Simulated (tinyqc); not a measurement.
Inside a calculation. Method: Hueckel theory of the pi electrons, for the molecule C1=CC=CN=CC=C1 (SMILES; centres numbered as the heavy atoms are written). Computed by tinyqc, a small Python program that keeps every step. Settings: charge = 0. Command: `OMP_NUM_THREADS=1 python tinyqc.py 20488 20489 out.jsonl` (the two numbers bound the seeds that draw the settings). One thread of a shared host (Intel(R) Xeon(R) Processor @ 2.60GHz), about 0.01 s of CPU time with the checks.

## The Hueckel matrix

Centres:
```
centre,"z_r, pi electrons of the neutral centre",h
1C,1,0.000000
2C,1,0.000000
3C,1,0.000000
4C,1,0.000000
5N,1,0.500000
6C,1,0.000000
7C,1,0.000000
8C,1,0.000000
```

Bonds:
```
i,j,k
1,2,1
2,3,1
3,4,1
4,5,1
5,6,1.000000
6,7,1
7,8,1
8,1,1
```

H_rr = alpha + h_r beta, H_rs = k_rs beta for bonded centres.

Hueckel matrix in units of beta (H = alpha + beta A), lower triangle:
```
,1C,2C,3C,4C,5N,6C,7C,8C
1C,0.000000
2C,1.000000,0.000000
3C,0.000000,1.000000,0.000000
4C,0.000000,0.000000,1.000000,0.000000
5N,0.000000,0.000000,0.000000,1.000000,0.500000
6C,0.000000,0.000000,0.000000,0.000000,1.000000,0.000000
7C,0.000000,0.000000,0.000000,0.000000,0.000000,1.000000,0.000000
8C,1.000000,0.000000,0.000000,0.000000,0.000000,0.000000,1.000000,0.000000
```

## Orbitals

pi electrons, sum of z_r less the charge = 8

Diagonalise; E = alpha + x beta with beta < 0, so the largest x are filled first; degenerate levels share their electrons. P = sum n_i c_ri c_si; each orbital has its largest coefficient positive (the first on a tie).

x values: 2.088793  1.539881  1.414214  0.122634  0.000000  -1.297651  -1.414214  -1.953657

occupations: 2.000000  2.000000  2.000000  2.000000  0.000000  0.000000  0.000000  0.000000

coefficients:
```
,MO1,MO2,MO3,MO4,MO5,MO6,MO7,MO8
1C,0.274846,0.527766,0.000000,0.500907,0.000000,0.484909,0.000000,0.399847
2C,0.287048,0.406348,0.353553,0.030714,0.500000,-0.314621,-0.353553,-0.390582
3C,0.324738,0.097962,0.500000,-0.497141,0.000000,-0.076640,0.500000,0.363216
4C,0.391262,-0.255498,0.353553,-0.091681,-0.500000,0.414074,-0.353553,-0.319017
5N,0.492528,-0.491399,0.000000,0.485898,0.000000,-0.460683,0.000000,0.260034
6C,0.391262,-0.255498,-0.353553,-0.091681,0.500000,0.414074,0.353553,-0.319017
7C,0.324738,0.097962,-0.500000,-0.497141,0.000000,-0.076640,-0.500000,0.363216
8C,0.287048,0.406348,-0.353553,0.030714,-0.500000,-0.314621,0.353553,-0.390582
```

charge and bond-order matrix P, lower triangle:
```
,1C,2C,3C,4C,5N,6C,7C,8C
1C,1.209971
2C,0.617472,0.746918
3C,-0.216135,0.589059,1.224401
4C,-0.146460,0.261348,0.648767,0.703542
5N,0.238831,-0.086752,-0.259511,0.547424,1.440307
6C,-0.146460,-0.238652,-0.058340,0.203542,0.547424,0.703542
7C,-0.216135,-0.118047,0.224401,-0.058340,-0.259511,0.648767,1.224401
8C,0.617472,0.246918,-0.118047,-0.238652,-0.086752,0.261348,0.589059,0.746918
```

## Energy, charges, bond orders

E = sum n x; q_r = z_r - P_rr; bond order p = P_rs; free valence = sqrt(3) - sum of p over the bonds of the atom.

pi energy = 8 alpha + this times beta = 10.331043

pi charges: 1C -0.209971, 2C 0.253082, 3C -0.224401, 4C 0.296458, 5N -0.440307, 6C 0.296458, 7C -0.224401, 8C 0.253082

Bond orders and lengths from R = 1.517 - 0.180 p (angstrom, C-C alone):
```
bond,p,R
1-2,0.617472,1.405855
2-3,0.589059,1.410969
3-4,0.648767,1.400222
4-5,0.547424,-
5-6,0.547424,-
6-7,0.648767,1.400222
7-8,0.589059,1.410969
8-1,0.617472,1.405855
```

free valence of the carbons: 1C 0.497107, 2C 0.525520, 3C 0.494224, 4C 0.535860, 6C 0.535860, 7C 0.494224, 8C 0.525520

gap between the highest filled and the next level = 0.122634 |beta|
